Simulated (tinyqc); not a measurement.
# Resonant-tunnelling diode, transfer matrices and Tsu-Esaki current: effect of temperature at two biases

Emitter (band edge 0), barrier d1, well Lw, barrier d2, collector (edge -V). The bias drops linearly over these layers and none in the contacts; each layer is cut into ns equal slices, flat at the value of their centres. E is the energy of motion across the layers, C = hbar^2/(2 m0), psi and psi'/m are continuous. Transport is coherent, T(E) is taken as independent of the transverse momentum, and charge in the well is ignored.

The current at V = 0.641 V and at V = 0.981 V, Ef held fixed. For the pair (psi, psi'/m) a flat layer has M = [[cos kd, (m/k) sin kd], [-(k/m) sin kd, cos kd]] with k = sqrt(m (E - U)/C) above its edge U, and M = [[cosh Kd, (m/K) sinh Kd], [(K/m) sinh Kd, cosh Kd]] with K = sqrt(m (U - E)/C) below it. Later slices stand to the left. With M acting on (psi, psi'/m) and v = k/m in each lead, T(E) = 4 vL vR/[(vL vR M12 - M21)^2 + (vR M11 + vL M22)^2]. J = J0 times the integral over E > 0 of T(E) N(E), N = ln[(1 + exp((Ef - E)/Vt))/(1 + exp((Ef - V - E)/Vt))], J0 = q^2 mw m0 kB T/(2 pi^2 hbar^3) (times 1e-4 for A/cm^2 per eV). The integral is converged to the digits shown.

Values chosen for this exercise; masses and offsets of a made-up heterostructure: mass in the well, spacer and contacts mw = 0.031 m0; barrier height U1 = 1.7 eV; barrier mass m1 = 0.099 m0; emitter barrier d1 = 1.3 nm; well width Lw = 3.1 nm; collector barrier d2 = 1.7 nm; slices in each layer ns = 2; Fermi energy of both contacts above their band edges Ef = 0.23 eV.

Constants: q = 1.602176634e-19 C, kB = 1.380649e-23 J/K, hbar = 1.054571817e-34 J s, m0 = 9.1093837015e-31 kg, Vt = kB T/q, hbar^2/(2 m0) = 0.0380998212 eV nm^2. Results are converted to the units shown.

Effect of temperature at two biases:
```
T (K)  J at 0.641 V (kA/cm^2)  J at 0.981 V (kA/cm^2)  ratio
40                      388.1                   2.340  165.8
77                      388.1                   2.346  165.4
150                     388.1                   2.369  163.8
220                     388.1                   2.406  161.3
300                     388.3                   2.465  157.5
400                     388.7                   2.565  151.6
```

The first current stays near 388 kA/cm^2, the second rises from 2.34 to 2.56 kA/cm^2, and their ratio falls from 166 to 152.

Program tinyqc, `OMP_NUM_THREADS=1 python tinyqc.py 2600019 2600020 out.jsonl`; Intel Xeon 2.30GHz, shared host, one thread, about 0.05 s.
